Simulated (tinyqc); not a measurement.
Valley splitting of a silicon quantum well in envelope theory, step by step. Values are carried at full precision from step to step, so a last printed digit may differ when a step is redone from the rounded ones.

Constants: hbar^2/2m0 = 3.80998211 eV angstrom^2; kB = 8.617333262e-05 eV/K.

Parameters, chosen for this exercise (near those of a strained Si well in SiGe; not measured data):
- k0 = 0.851 2 pi/a (valley position)
- a = 5.431 angstrom (lattice constant)
- ml = 0.931 m0 (mass along z)
- F = 6.9 mV/nm (field pressing towards the upper interface)
- w = 0.4 angstrom (interface width parameter)
- L = 92 angstrom (well width)
- V0 = 0.18 eV (conduction offset)
- C0 = 0.24 (Bloch overlap factor)
- Yb = 0.26 (Ge share of the barrier)
- Yw = 0 (Ge share of the well)
- ad = 140 angstrom (dot radius)

## Wave number and lengths

q = 2 k0 (2 pi/a), its wavelength, the field length (c/(ml e F))^(1/3) with c = hbar^2/2m0 and 1 mV/nm = 1e-4 eV/angstrom, and the damping factor y/sinh(y), y = pi q w, of a step smoothed as 1/(1 + exp(z/w)).

q = 1.9691 1/angstrom
wavelength = 3.191 angstrom
field length = 18.1 angstrom
damping factor = 0.420

## The envelope

The well lies at 0 < z < L; U(z) = V0 [1/(1 + exp(z/w)) + 1/(1 + exp((L - z)/w))] - e F z, 1 mV/nm = 1e-4 eV/angstrom. The envelope psi solves -(c/ml) psi'' + U psi = E psi, c = hbar^2/2m0, by three-point differences on a grid of 0.1 angstrom from -40 to L + 40 angstrom. The two valleys at +/- k0 couple through D = C0 times the integral of exp(-i q z) U(z) psi^2, q = 2 k0 (2 pi/a), and split by Ev = 2|D|.

Two lowest levels, mean position, and psi^2 at both interfaces.

levels (meV): -37.60  -15.60

<z> = 68.7 angstrom
psi^2 at z = 0 and L (1/angstrom): 1.61e-06  0.00374

The field makes psi^2 at the upper interface 2.32e+03 times that at the lower one. The orbital spacing is 22.0 meV.

## Contributions to the coupling

Split D into the lower barrier, the upper barrier and the field term.

Parts of D (micro-eV):

| part | real | imaginary | size |
|---|---|---|---|
| lower barrier | 0.008 | 0.013 | 0.015 |
| upper barrier | 35.078 | -1.226 | 35.099 |
| field term | 0.292 | 0.039 | 0.294 |

## Valley splitting and phase

The inter-valley coupling D is the sum of the complex parts; Ev = 2|D|, the valley phase is arg D, and kB T equals Ev at T = Ev/kB.

Ev = 70.8 micro-eV
phase = -0.03 rad
T = 0.82 K

The upper barrier gives the largest part.

## Alloy disorder

Random alloy: with Y(z) = Yw + (Yb - Yw) B(z), B the bracket in U, and in-plane density exp(-r^2/ad^2)/(pi ad^2), D gains a random complex part of variance sigma^2 = (C0^2/pi)(a^2 V0/(8 ad (Yb - Yw)))^2 (4/a) times the integral of psi^4 Y (1 - Y). Alone it gives a mean splitting sqrt(pi) sigma; together with the smooth part the rms splitting is 2 sqrt(|D|^2 + sigma^2).

Give the integral, sigma, the mean splitting from disorder alone and the rms total.

integral = 4.52e-06 1/angstrom
sigma = 4.5 micro-eV
sqrt(pi) sigma = 8.0 micro-eV
rms splitting = 71.4 micro-eV

|D|/sigma = 7.86: the smooth part dominates, and the splitting scatters from dot to dot by about sqrt2 sigma, 9 % of Ev; this needs interfaces sharper than most grown wells have.

## Checks

- Lowest level for sharp walls and no field against the square well, meV: both 3.9.
- Size of one barrier part in that case against C0 V0 psi(0)^2/sqrt(q^2 + 4 kappa^2), micro-eV: both 9.2.

tinyqc: `OMP_NUM_THREADS=1 python tinyqc.py 1282798 1282799 out.jsonl`; about 0.08 s, one thread, shared Intel(R) Xeon(R) Processor @ 2.30GHz.
